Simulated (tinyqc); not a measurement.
Effective mass of the split-off band from tabulated energies, step by step. Values are carried at full precision from step to step, so a last printed digit may differ when a step is redone from the rounded ones.

c = hbar^2/2m0. A uniform scatter of up to 0.1 meV has been added to mimic numerical noise.
Constants: hbar^2/2m0 = 3.80998211 eV angstrom^2.

## Finite differences

Energies along [111], from the band edge downward:
```
k (1/angstrom)   E (meV)
0.00000           0.0000
0.00720           2.2531
0.01440           9.4242
0.02160          22.0157
0.02880          41.1328
0.03600          68.0046
0.04320         103.5755
0.05040         148.0603
0.05760         201.4515
```

reference mass (curvature of the model at k = 0.0001 1/angstrom) = 0.08592 m0

The band is even in k. m = c k^2/E(k) from the points 1, 2, 4 (k = 0 is point 0); Richardson from points 1 and 2: c/m = [16 E(k1) - E(k2)]/(12 k1^2).

m from points 1, 2, 4 (m0): 0.08766  0.08383  0.07683

m by Richardson = 0.08902 m0

Errors against the reference: +2.03, -2.43 and -10.58 % and +3.61 %. The extrapolation does not help: a scatter of 0.1 meV is 4 % of the first energy, and the formula weights that point by 4/3.

## Least squares over all points

Fit E = a k^2 (a = sum k^2 E/sum k^4), then E = a k^2 + b k^4 from the normal equations; E in eV; m = c/a.

sums of k^4, k^6, k^8: 2.3574e-05  6.2268e-08  1.7827e-10

sums of k^2 E, k^4 E: 0.0013724  3.6813e-06

a, one term = 58.215 eV angstrom^2

a and b, two terms: 47.43  4082

m, one and two terms (m0): 0.06545  0.08032

The parabola over all points errs by -23.8 % because the weights k^4 favour the outer points; the second term brings the error to -6.5 %.

## The non-parabolic form

E (1 + alpha E) = c k^2/m means that y = c k^2/E is a straight line in E with intercept m and slope m alpha. Fit the line by unweighted least squares over points 1 to 8, E in eV.

y (m0): 0.08766  0.08383  0.08074  0.07683  0.07261  0.06865  0.06537  0.06275

m = 0.08374 m0
alpha = -1.432 1/eV

The intercept errs by -2.54 %. The scatter of the first points, divided by small energies, tilts an unweighted line. For this band the scale of alpha is set by Dso = 0.384 eV as well as by the gap.

## Checks

- Two-term fit by normal equations against a least-squares routine: both 47.4334.

Program tinyqc; command `OMP_NUM_THREADS=1 python tinyqc.py 1880404 1880405 out.jsonl`; about 0.01 s on one thread of a shared Intel(R) Xeon(R) Processor @ 2.30GHz.
